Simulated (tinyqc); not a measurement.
# Velocity overshoot from momentum and energy balance equations after a field step, step by step

A worked calculation. Computed by tinyqc, a small Python program that keeps every step. Command: `OMP_NUM_THREADS=1 python tinyqc.py 3010028 3010029 out.jsonl overshoot walk`. One thread of a shared host (Intel(R) Xeon(R) Processor @ 2.30GHz), about 0.01 s of CPU time with the checks. Intermediate numbers are printed to about 7 digits and carried at full precision; extremes and crossings named in words are read from the listed rows.

At t = 0 the field jumps from 0 to F in a uniform sample. v is the drift velocity and u = w - (3/2) k_B T the excess energy per carrier.

Inputs (values chosen for the exercise, modelled on electrons in germanium except for tau_E):
```
quantity                      value        unit
effective mass m               0.11         m_0
low-field mobility mu_0        3500  cm^2/(V s)
saturation velocity v_s        0.67    1e7 cm/s
energy relaxation time tau_E   0.38          ps
field after the step F          2.9       kV/cm
lattice temperature T           300           K
time step dt                    9.7          fs
```

Scheme: explicit Euler.

Constants: m_0 = 9.1093837015e-31 kg; e = 1.602176634e-19 C; k_B = 8.617333262e-05 eV/K.

## Constants and steady state

dv/dt = e F/m - v/tau_m(u), du/dt = e F v - u/tau_E, tau_m(u) = tau_0/(1 + c u), tau_0 = m mu_0/e, c = mu_0/(e tau_E v_s^2); this choice gives the steady state v (1 + mu_0 F v/v_s^2) = mu_0 F, which saturates at v_s. Steady velocity v = 2 mu_0 F/(1 + sqrt(1 + 4 (mu_0 F/v_s)^2)); u = e F v tau_E; carrier temperature T + 2u/(3 k_B), neglecting the drift energy m v^2/2.

tau_0 = 218.8968 fs

c = 205.1799 1/eV

acceleration e F/m = 0.004636889 1e7 cm/s per fs

steady velocity = 0.4844163 1e7 cm/s

steady excess energy = 0.005338268 eV

steady carrier temperature = 341.2987 K

tau_E/tau_0 = 1.74, and in the steady state tau_m has shrunk to 104.5 fs.

## First four steps

dv/dt = e F/m - v/tau_m(u), du/dt = e F v - u/tau_E, tau_m(u) = tau_0/(1 + c u), tau_0 = m mu_0/e, c = mu_0/(e tau_E v_s^2); this choice gives the steady state v (1 + mu_0 F v/v_s^2) = mu_0 F, which saturates at v_s. Step: v_new = v + dt (e F/m - v/tau_m(u)), u_new = u + dt (e F v - u/tau_E). Start v = u = 0; the distance adds dt (v + v_new)/2.

Steps:
```
step  t (fs)  v (1e7 cm/s)        u (eV)  tau_m (fs)
1        9.7     0.0449778             0    218.8968
2       19.4     0.0879625  1.265226e-05    218.3300
3       29.1     0.1290324  3.707316e-05    217.2443
4       38.8     0.1682489  7.242362e-05    215.6916
```

After the first step u is still 0, below the drift energy m v^2/2, because the explicit scheme uses the old v: an error of the finite time step.

## The whole transient

Run to 8 times the larger of tau_E and tau_0, but at most 20001 steps, and stop early if |v| > 1000 v_s or u < -1/(2c); the run is accepted if the last v is within 0.5 % of the steady value.

Selected steps, the peak among them:
```
step        t (fs)  v (1e7 cm/s)        u (eV)  distance (nm)
1     9.700000e+00     0.0449778             0   2.181424e-02
2     1.940000e+01     0.0879625  1.265226e-05   8.629032e-02
3     2.910000e+01     0.1290324  3.707316e-05   1.915328e-01
5     4.850000e+01     0.2056603  1.179033e-04   5.170601e-01
9     8.730000e+01     0.3378976  3.862221e-04   1.579884e+00
14    1.358000e+02     0.4655339  8.654110e-04   3.544081e+00
22    2.134000e+02     0.5892600  1.794049e-03   7.695904e+00
32    3.104000e+02     0.6345336  2.938648e-03   1.370869e+01
34    3.298000e+02     0.6337549  3.142943e-03   1.493921e+01
53    5.141000e+02     0.5707742  4.511737e-03   2.611162e+01
83    8.051000e+02     0.5018346  5.204549e-03   4.150974e+01
129   1.251300e+03     0.4853438  5.332495e-03   6.338221e+01
201   1.949700e+03     0.4844195  5.338274e-03   9.722658e+01
314   3.045800e+03     0.4844163  5.338268e-03   1.503235e+02
```

peak velocity = 0.6345336 1e7 cm/s

time of the peak = 310.4 fs

distance at the peak = 13.70869 nm

last relative deviation from the steady velocity = 2.389882e-08

peak over steady velocity = 1.309893

The velocity overshoots to 1.31 times its steady value: momentum follows the field within tau_m while the energy, and with it the scattering rate, builds up over tau_E. A channel shorter than a few times 14 nm would see this.

## Error of the time step

The peak velocity is recomputed with dt/2 and dt/4 and by an adaptive Runge-Kutta method (tolerance 1e-9).

Peak velocity:
```
step      v_peak (1e7 cm/s)  error (%)
dt                0.6345336   1.288679
dt/2              0.6303997   0.628801
dt/4              0.6284119   0.311484
adaptive          0.6264606   0.000000
```

The explicit scheme puts the peak 1.29 % too high; halving dt divides the error by 2.05, as a first-order method should.

Checks made by the program: peak at dt/4 against the adaptive solution (relative difference 3e-03).
